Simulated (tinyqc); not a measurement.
Ellipsoidal valleys in the axes of a wafer and a channel: one step. Device axes and valley axes. Three cases, with inputs chosen for the exercise.

Problem. Give the rows x, y, z in cubic components and each valley axis in device components.

Valleys with axes a along [111], [1-1-1], [-11-1] and [-1-11], one whole valley each; inverse mass tensor w = 1/mt + (1/ml - 1/mt) a a. Device axes: z = nz/|nz|, x = nx/|nx|, y = z cross x; in them a = (ax, ay, az). Confinement mass mz = 1/w_zz. In the plane w_ij is replaced by u_ij = w_ij - w_iz w_jz/w_zz (i, j = x, y); density-of-states mass md = 1/sqrt(det u); conductivity mass along x mc = 1/u_xx; ballistic transport mass mx = u_yy/det u, width mass my = 1/u_yy.

Case 1.

Values chosen (near those of the L valleys of GaAs; not measured data):
- ml = 1.917 m0 (longitudinal mass)
- mt = 0.076 m0 (transverse mass)
- nz = (1, 1, 2) (surface normal (confinement))
- nx = (1, 1, -1) (channel direction)

Case 2.

Values chosen (near those of the L valleys of Ge; not measured data):
- ml = 1.62 m0 (longitudinal mass)
- mt = 0.082 m0 (transverse mass)
- nz = (1, 1, 0) (surface normal (confinement))
- nx = (1, -1, 0) (channel direction)

Case 3.

Values chosen (near those of the L valleys of Ge; not measured data):
- ml = 1.591 m0 (longitudinal mass)
- mt = 0.085 m0 (transverse mass)
- nz = (2, 1, 0) (surface normal (confinement))
- nx = (0, 0, 1) (channel direction)

Give: device axes; valley axes.

Solution.

Case 1.

device axes:
```
,[100],[010],[001]
x,0.5774,0.5774,-0.5774
y,-0.7071,0.7071,0.0000
z,0.4082,0.4082,0.8165
```

valley axes:
```
,ax,ay,az
[111],0.3333,0.0000,0.9428
[1-1-1],0.3333,-0.8165,-0.4714
[-11-1],0.3333,0.8165,-0.4714
[-1-11],-1.0000,0.0000,0.0000
```

Case 2.

device axes:
```
,[100],[010],[001]
x,0.7071,-0.7071,0.0000
y,0.0000,0.0000,-1.0000
z,0.7071,0.7071,0.0000
```

valley axes:
```
,ax,ay,az
[111],0.0000,-0.5774,0.8165
[1-1-1],0.8165,0.5774,0.0000
[-11-1],-0.8165,0.5774,0.0000
[-1-11],0.0000,-0.5774,-0.8165
```

Case 3.

device axes:
```
,[100],[010],[001]
x,0.0000,0.0000,1.0000
y,0.4472,-0.8944,0.0000
z,0.8944,0.4472,0.0000
```

valley axes:
```
,ax,ay,az
[111],0.5774,-0.2582,0.7746
[1-1-1],-0.5774,0.7746,0.2582
[-11-1],-0.5774,-0.7746,-0.2582
[-1-11],0.5774,0.2582,-0.7746
```

Computed by tinyqc, one run a case: `OMP_NUM_THREADS=1 python tinyqc.py N N+1 out.jsonl` with N = 1880772, 1880776, 1880865; one thread of a shared Intel(R) Xeon(R) Processor @ 2.30GHz, about 0.01 s a run at most.
